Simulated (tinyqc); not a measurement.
Small-signal admittance of a forward-biased p+-n diode: one step of the calculation.

Holes injected into a neutral base of width wb with an ohmic contact at its end; low injection, p0 far above the equilibrium density. A small voltage v exp(i w t), w = 2 pi f, modulates the edge density by p0 v/Vt, and the small-signal density obeys Dp d2p/dx2 = (1/tau + i w) p.

Task. Closed-form admittance. L = sqrt(Dp tau); direct current J = (q Dp p0/L) coth(wb/L); k = sqrt(1 + i w tau)/L; diffusion admittance Y = (q Dp p0/Vt) k coth(k wb) = G + i w C_diff; junction capacitance C_j = sqrt(q eps0 eps_r Nd/(2 Vr)) in the depletion approximation, with the remaining barrier Vr = Vt ln(Na/p0), a rough value under forward bias; base-width modulation is left out.

Values chosen for this exercise; permittivity close to that of germanium:
- T = 300 K (temperature)
- eps_r = 16 (relative permittivity)
- Nd = 1.4e16 cm^-3 (donor density of the base)
- Dp = 33 cm^2/s (hole diffusion coefficient)
- tau = 1e-7 s (hole lifetime)
- wb = 13 um (width of the neutral base)
- p0 = 4.6e14 cm^-3 (excess hole density at the junction edge)
- Na = 4e19 cm^-3 (acceptor density of the p+ side)
- f = 1.9e6 Hz (signal frequency)

Constants: q = 1.602176634e-19 C, kB = 1.380649e-23 J/K, Vt = kB T/q, eps0 = 8.8541878128e-14 F/cm where lengths are in cm. Results are converted to the units shown.

Wanted: L; J; k wb; Y; C_diff; C_j.

Result.

L = 18.166 um
J = 2.1798 A/cm^2
k wb = 0.80921+0.37776i
Y = 84.839+13.781i S/cm^2
C_diff = 1.1544 uF/cm^2
C_j = 0.073511 uF/cm^2

G is 1.01 times its low-frequency value J/Vt, and C_diff is 15.7 times C_j.

Program tinyqc, `OMP_NUM_THREADS=1 python tinyqc.py 2890231 2890232 out.jsonl`; Intel Xeon 2.30GHz, shared host, one thread, about 0.01 s.
